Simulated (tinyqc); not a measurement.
Resistance of a source-drain extension with a graded tip: one step of the calculation.

y runs along the channel, the gate covers y > 0. The doping is N0 for y < y0 and N0 10^(-(y - y0)/la) beyond, uniform over the depth xj. Sheet conductance s(y) = q mu(N) max(N - Nch, 0) xj + (for y > 0) ma Cox Vo, with mu(N) = u0 + (u1 - u0)/(1 + (N/Nr)^au) and Cox = eps0 eox/tox. Current is taken as one-dimensional; depletion of the tip, spreading and the contact are left out. The metallurgical junction lies at yj, where N = Nch.

Problem. Sheet resistances and junction position. yj = y0 + la log10(N0/Nch); sheet resistance of the full extension 1/[q mu(N0)(N0 - Nch) xj] and of the gate-induced layer 1/(ma Cox Vo); metallurgical length Lg - 2 yj; ye is where the doped and the gate-induced conductances are equal.

Parameters, values chosen for the exercise; mobility law close to that of electrons in silicon: relative permittivity of the gate insulator (close to zirconium oxide) eox = 24.5; insulator thickness tox = 5.1 nm; active doping of the extension far from the gate N0 = 5.5e19 cm^-3; lateral abruptness la = 5.9 nm/decade; position under the gate where the fall begins (gate edge at 0) y0 = 2.6 nm; depth of the extension xj = 12 nm; channel doping Nch = 1.9e18 cm^-3; gate overdrive Vo = 0.63 V; mobility of the gate-induced layer ma = 140 cm^2/(V s); mobility at low doping u1 = 1414 cm^2/(V s); mobility at high doping u0 = 68.5 cm^2/(V s); reference doping Nr = 9.2e16 cm^-3; exponent au = 0.711; gate length Lg = 45 nm.

Constants: q = 1.602176634e-19 C, eps0 = 8.8541878128e-14 F/cm where lengths are in cm. Results are converted to the units shown.

Find: yj; sheet resistance of the extension; sheet resistance of the induced layer; metallurgical length; ye; N at ye.

Solution.

yj = 11.22 nm
sheet resistance of the extension = 1185 ohm/square
sheet resistance of the induced layer = 2666 ohm/square
metallurgical length = 22.55 nm
ye = 4.897 nm
N at ye = 2.244e19 cm^-3

The gate takes over 6.33 nm before the junction, where N is still 11.8 times the channel doping.

tinyqc, about 0.03 s, one thread, Intel Xeon 2.30GHz (shared host): `OMP_NUM_THREADS=1 python tinyqc.py 2282196 2282197 out.jsonl`
